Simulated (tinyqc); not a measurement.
Dead time and true rate from two light levels.

Inverse problem. A non-paralysable detector measures m = n/(1 + n td); dark counts are negligible. Find td and the true rate at the lower flux.

measured rates at a photon flux and at four times that flux (1/s): [4.4357977e6, 1.0654206e7]

Answer. 1/m = 1/n + td, so the difference of the inverse rates is 3/(4 n).

td = 50.0 ns
n = 5.70e6 1/s

Program tinyqc, `OMP_NUM_THREADS=1 python tinyqc.py 2630122 2630123 out.jsonl`; Intel Xeon 2.30GHz, shared host, one thread, about 0.01 s.
